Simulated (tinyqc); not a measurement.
# Sheet resistance of a shallow doped layer with concentration-dependent mobility and limited activation, step by step

A worked calculation. Computed by tinyqc, a small Python program that keeps every step. Command: `OMP_NUM_THREADS=1 python tinyqc.py 3024926 3024927 out.jsonl irvin walk`. One thread of a shared host (Intel(R) Xeon(R) Processor @ 2.30GHz), about 0.03 s of CPU time with the checks. Intermediate numbers are printed to about 7 digits and carried at full precision; extremes and crossings named in words are read from the listed rows.

A layer of one dopant lies in a background of the opposite type. Current flows parallel to the surface down to the junction; depletion is ignored.

Inputs (values chosen for the exercise, modelled on antimony in silicon): surface concentration C_s = 1.1e+20 1/cm^3; length l = 110 nm; tail abruptness = 3.5 nm/decade; background C_B = 4.4e+17 1/cm^3; mobility floor mu_min = 62.8 cm^2/(V s); mobility mu_max = 1400 cm^2/(V s); reference density N_r = 9.09e+16 1/cm^3; exponent alpha = 0.688; prefactor of the active limit = 3.7e+21 1/cm^3; energy of the active limit = 0.564 eV; anneal temperature T = 800 C.

Profile: box with exponential tail.

Constants: k_B = 8.617333262e-05 eV/K; e = 1.602176634e-19 C.

## Active limit and depths

C(x) = C_s for x < l and C_s 10^(-(x - l)/abruptness) beyond. Temperatures in kelvin are T(C) + 273.15. Active limit C_a = prefactor x exp(-energy/(k_B T)); the junction lies where C = C_B, and the profile exceeds C_a down to x_a (zero if C_s is below C_a). Slope at the junction in nm per decade = ln(10) C/|dC/dx|.

active limit C_a = 8.308412e+18 1/cm^3

junction depth x_j = 118.3928 nm

depth x_a = 113.9266 nm

abruptness at the junction = 3.5 nm/decade

## Local values

Active density N = min(C, C_a); carriers n = N - C_B; mobility mu = mu_min + (mu_max - mu_min)/(1 + ((N + C_B)/N_r)^alpha). Conductivity e n mu. Depths are 0, 0.2, 0.4, 0.6, 0.8 and 0.95 of x_j.

Along the depth:
```
x (nm)      C (1/cm^3)    N (1/cm^3)  mu (cm^2/(V s))  conductivity (S/cm)
0.0000    1.100000e+20  8.308412e+18         118.1701             148.9721
23.6786   1.100000e+20  8.308412e+18         118.1701             148.9721
47.3571   1.100000e+20  8.308412e+18         118.1701             148.9721
71.0357   1.100000e+20  8.308412e+18         118.1701             148.9721
94.7142   1.100000e+20  8.308412e+18         118.1701             148.9721
112.4732  2.161615e+19  8.308412e+18         118.1701             148.9721
```

## Sheet resistance

Integrals from 0 to x_j, where C = C_B (Gauss-Legendre, 60 points on each smooth piece; 1 nm = 1e-7 cm): dose int C dx, carriers int n dx, mean mobility int n mu dx/int n dx, R_s = 1/(e int n mu dx).

chemical dose = 1.226653e+15 1/cm^2

sheet carrier density = 9.064162e+13 1/cm^2

mean mobility = 118.5381 cm^2/(V s)

sheet resistance R_s = 580.9033 ohm/square

carriers per dopant atom = 0.07389342

product R_s x_j = 68774.76 ohm nm

A box at the active limit as deep as x_j would give 567 ohm/square, the least this anneal allows at that depth. Clipping at C_a leaves 93 % of the dose without carriers (compensation included).

## Raising the surface concentration at fixed length

The last column drops the active limit.

Layers:
```
C_s (1/cm^3)  x_j (nm)  dose (1/cm^2)  mean mu (cm^2/(V s))  R_s (ohm/square)  R_s if all active
3.00e+18      112.9178   3.338913e+13              164.5623          1334.516       1.334516e+03
1.00e+19      114.7479   1.114531e+14              118.5502           599.823       5.216842e+02
3.00e+19      116.4178   3.344932e+14              118.5446           591.004       2.174336e+02
1.00e+20      118.2479   1.115133e+15              118.5386           581.632       7.633142e+01
2.00e+20      119.3015   2.230334e+15              118.5353           576.371       4.030679e+01
5.00e+20      120.6943   5.575935e+15              118.5309           569.559       1.686460e+01
1.00e+21      121.7479   1.115194e+16              118.5277           564.513       8.606136e+00
2.00e+21      122.8015   2.230394e+16              118.5246           559.555       4.359371e+00
```

R_s falls as C_s^-0.66 between the first rows and as C_s^-0.01 between the last. Below C_a = 8.3e18 the exponent is set by the mobility, which drops from 165 towards mu_min, and by compensation. Above C_a extra dose only widens the clipped region: in the last row R_s is 128.36 times the fully active value. Caution: in rows with more than about 2e20 active atoms per cm^3 measured mobilities fall further than this form.

Checks made by the program: sheet conductance against adaptive quadrature (relative difference below 1e-10).
